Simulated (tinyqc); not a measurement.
Depolarisation shift: optical transitions of a finite quantum well.

Each carrier sees a square well of width L with its own depth V and masses m (inside), mb (outside); c = hbar^2/2m0, k = sqrt(m E/c), kappa = sqrt(mb (V - E)/c), and level n solves k L + 2 atan[(k/m)/(kappa/mb)] = n pi. The envelope is cos(kz) for odd n and sin(kz) for even n inside, joins exp(-kappa (|z| - L/2)) outside, and is normalised to 1. Excitons and band mixing are left out.

Constants: hbar^2/2m0 = 3.80998211 eV angstrom^2; e^2/(4 pi eps0) = 14.39964547 eV angstrom.

Inputs chosen for the exercise (near those of a GaAs well in AlGaAs; shifted at random, so the results belong to these values and not to a real crystal):
```
symbol  value                                     unit         meaning
L       93                                        angstrom     well width
Vc      0.332                                     eV           conduction offset
me      0.0669                                    m0           electron, well
meb     0.101                                     m0           electron, barrier
eps     11.2                                                   background dielectric constant
Nss     (0.03, 0.075, 0.15, 0.3, 0.45, 0.6, 0.9)  x 1e12/cm^2  sheet densities
```

The collective line lies at E12 sqrt(1 + a), a = 8 pi q (n1 - n2) S/(eps E12), q = e^2/(4 pi eps0), S = integral over z of (integral up to z of psi_1 psi_2)^2. Zero temperature with the mass me in both subbands: n1 - n2 = Ns until Ns reaches D E12, D = me/(2 pi c), and D E12 beyond. 1e12/cm^2 = 1e-4/angstrom^2; exchange and the static band bending by the charge are left out.

Line position:
```
Ns (1e12/cm^2)  n1 - n2       a  line (meV)  shift (meV)
0.030             0.030  0.0064      106.85         0.34
0.075             0.075  0.0160      107.36         0.85
0.15              0.150  0.0320      108.20         1.69
0.30              0.300  0.0639      109.86         3.35
0.45              0.450  0.0959      111.50         4.99
0.90              0.900  0.1917      116.27         9.76
```

Give the missing row, Ns (1e12/cm^2) = 0.60.

Computed row:
```
Ns (1e12/cm^2)  n1 - n2       a  line (meV)  shift (meV)
0.60              0.600  0.1278      113.11         6.60
```

S = 7.021 angstrom
E12 = 106.51 meV

The upward shift grows from 0.34 to 9.76 meV, 9.2 % of E12 at most. For small a the shift is a E12/2, linear in Ns; in the last row that rule gives 10.21 meV. S/L = 0.0755, against 5/(9 pi^2) = 0.0563 for hard walls.

tinyqc: `OMP_NUM_THREADS=1 python tinyqc.py 1251614 1251615 out.jsonl`; about 0.07 s, one thread, shared Intel(R) Xeon(R) Processor @ 2.30GHz.
